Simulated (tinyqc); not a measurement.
Pillar capacitor in an array: capacitance, non-linearity, leakage and relaxation: one step of the calculation.

A film between two metal electrodes, each interface adding a series capacitance ci. The small-signal permittivity is ek (1 + aq E^2); the field is found with the linear permittivity. Leakage J = J0 sinh(E/Ef). After a voltage step the film passes a relaxation current kr C V tt^(-nr), tt being the time in seconds. The sidewall is a coaxial capacitor with radii a = dm/2 and b = dm/2 + t, depth AR dm; the end face is left out.

Task. Cell capacitance, fields and time constant. Per length 1/c = ln(b/a)/(2 pi eps0 ek) + (1/a + 1/b)/(2 pi ci); cell capacitance c AR dm; per footprint over pt^2; fields c V/(2 pi eps0 ek r) at r = a and b; resistance of the inner electrode rho AR dm/(pi a^2); time constant R C/3 of the distributed line.

Values chosen for this exercise; permittivity of the order of that of tantalum oxide:
```
symbol  value     unit                                                             meaning
ek       26.3                                            relative permittivity of the film
t          17       nm                                                      film thickness
ci        280  uF/cm^2  capacitance of each electrode interface (dead layer and screening)
V         0.6        V                                                                bias
dm         84       nm                                              diameter of the pillar
AR         20                                            aspect ratio, depth over diameter
pt        210       nm                                           pitch of the square array
rho      1300  uohm cm                                  resistivity of the inner electrode
```

Constants: eps0 = 8.8541878128e-14 F/cm where lengths are in cm. Results are converted to the units shown.

Wanted: a; b; cell capacitance; capacitance per footprint; field at a; field at b; R; R C/3.

Result.

a = 42.000 nm
b = 59.000 nm
cell capacitance = 7.1610 fF
capacitance per footprint = 16.238 uF/cm^2
field at a = 0.41618 MV/cm
field at b = 0.29626 MV/cm
R = 3.9410 kohm
R C/3 = 9.4071 ps

The array gives 12.0 times the planar capacitance per footprint; curvature makes the field at the inner electrode 1.19 times the planar value.

Computed by the program tinyqc: `OMP_NUM_THREADS=1 python tinyqc.py 2102192 2102193 out.jsonl`, one thread of a shared Intel Xeon 2.30GHz, about 0.01 s for the whole run.
